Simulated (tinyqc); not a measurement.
Changing the electron density n: strain, valley repopulation and piezoresistance in a many-valley conduction band. Computed by tinyqc, a small Python program. Command: `OMP_NUM_THREADS=1 python tinyqc.py 3012996 3012997 out.jsonl valleys sweep`. One thread of a shared host (Intel(R) Xeon(R) Processor @ 2.30GHz), about 0.05 s of CPU time with the checks.

Valleys are ellipsoids with mass m_l along the axis a and m_t across it, parabolic, with one constant relaxation time; strain shifts the valleys and leaves the masses alone. Currents are taken along [110], along the load, and along [1-10], across the load.

Inputs (values chosen for the exercise, modelled on germanium):
```
quantity                              value  unit
longitudinal mass m_l                  1.59   m_0
transverse mass m_t                  0.0833   m_0
shear deformation potential Xi_u       16.4    eV
dilation deformation potential Xi_d    -4.3    eV
C11                                     129   GPa
C12                                    48.2   GPa
C44                                    66.4   GPa
stress X (tension positive)             -30   MPa
relaxation time tau                     360    fs
temperature T                           200     K
```

Valley axes: <111> (4 valleys). Load: uniaxial [110].

Constants: k_B = 8.617333262e-05 eV/K; m_0 = 9.1093837015e-31 kg; k_B = 1.380649e-23 J/K; hbar = 1.054571817e-34 J s; e = 1.602176634e-19 C.

Method:
- Compliances S11 = (C11 + C12)/((C11 - C12)(C11 + 2 C12)), S12 = -C12/((C11 - C12)(C11 + 2 C12)), S44 = 1/C44; stress sigma_ij = X n_i n_j for the unit vector n of the load; e_xx = S11 sigma_xx + S12 (sigma_yy + sigma_zz), e_xy = S44 sigma_xy/2 (tensor strain).
- Herring-Vogt shift of a valley with unit axis a: dE = Xi_d tr(e) + Xi_u a.e.a.
- Each of the 4 valleys holds n_v = N_v (2/sqrt(pi)) F_1/2((E_F - dE_v)/(k_B T)), N_v = 2 (m_d k_B T/(2 pi hbar^2))^(3/2), m_d = (m_l m_t^2)^(1/3); E_F solves sum n_v = n and is counted from the unstrained edge.
- F_j(eta) = int_0^infinity x^j/(1 + exp(x - eta)) dx, without a gamma-function factor. It is evaluated after integrating by parts.
- Integrals over x = E/(k_B T) use 160 Gauss-Legendre points in u = sqrt(x) from 0 to sqrt(max(eta, 0) + 32).
- Mobility tensor mu = e tau sum_v (n_v/n) [1/m_t + (1/m_l - 1/m_t) a a^T]; unstrained mu_0 = e tau (1/m_l + 2/m_t)/3; resistivity along d from the inverse tensor, rho_d = d.mu^-1.d/(n e), mobility along d = 1/(d.mu^-1.d); gauge pi_d = (rho_d/rho_0 - 1)/X.
- With eta_0 the reduced Fermi level without strain, r = F_-1/2(eta_0)/(2 F_1/2(eta_0)) (1 for a classical gas) and c = r (Xi_u/k_B T) (m_l - m_t)/(2 m_l + m_t): pi44 = -c S44/3, pi11 = pi12 = 0.

One run for each value; columns: (1) electron density n (1/cm^3); (2) degeneracy factor r; (3) eta_0; (4) resistance change along the first direction (%); (5) resistance change along the second direction (%):
```
(1)          (2)    (3)    (4)     (5)
1.00e+16  0.9994  -6.35  3.413  -3.195
3.60e+16  0.9978  -5.07  3.408  -3.190
1.30e+17  0.9921  -3.78  3.388  -3.173
4.80e+17  0.9713  -2.45  3.315  -3.109
1.70e+18  0.9059  -1.11  3.086  -2.906
6.30e+18  0.7264   0.48  2.461  -2.345
2.30e+19  0.4381   2.73  1.471  -1.429
8.30e+19  0.2054   7.06  0.684  -0.675
3.00e+20  0.0885  16.85  0.294  -0.292
```

Describe and explain the trends.

Over the rows, degeneracy factor r falls from 0.999 to 0.0885 (exponent d ln y / d ln x -0.0012 between the first rows and -0.66 between the last); eta_0 rises from -6.35 to 16.9; resistance change along the first direction (%) falls from 3.41 to 0.294 (exponent d ln y / d ln x -0.0013 between the first rows and -0.66 between the last). r has dropped to one half between 6.30e18 and 2.30e19 per cm^3, so heavily doped gauges are less sensitive but also less dependent on temperature.

Extremes, crossings and ranges named in words are read from the listed rows.
